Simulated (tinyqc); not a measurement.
Born-von Karman spring model of a cubic crystal with one atom per cell: one step, computed by the program tinyqc. Command: `OMP_NUM_THREADS=1 python tinyqc.py 3015253 3015254 out.jsonl springs walk`. One thread of a shared host (Intel(R) Xeon(R) Processor @ 2.30GHz), about 0.1 s of CPU time with the checks.

First neighbours lie at a/2 (1,1,1) (8 of them), second at a (1,0,0) (6), with all permutations and signs; the volume per atom is Omega = a^3/2. Two shells of springs match a real metal only roughly, above all at the zone boundary.

Question. Frequencies at the zone boundary. A neighbour at R with unit vector n couples by the matrix K(R) = kL n n^T + kT (1 - n n^T), and D(q) = (1/M) sum_R K(R) [1 - cos(q.R)]. An eigenvalue lambda of D in eV/(angstrom^2 u) gives nu = 15.6333042 THz x sqrt(lambda).

Inputs (values chosen for the exercise, modelled on tantalum):
```
quantity                value           unit
atomic mass M          180.95              u
radial spring k1L        3.25  eV/angstrom^2
transverse spring k1T    -0.3  eV/angstrom^2
radial spring k2L         1.9  eV/angstrom^2
transverse spring k2T   -0.07  eV/angstrom^2
```

Lattice: bcc.

Constants: nu for 1 eV/(angstrom^2 u) = 15.6333042 THz.

Give: Frequencies (THz) at points given in 2 pi/a.

Answer.

Frequencies (THz) at points given in 2 pi/a:
```
point                nu 1    nu 2    nu 3
H (1, 0, 0)        4.3691  4.3691  4.3691
N (0.5, 0.5, 0)    2.5778  2.9645  5.6760
P (0.5, 0.5, 0.5)  4.3650  4.3650  4.3650
```
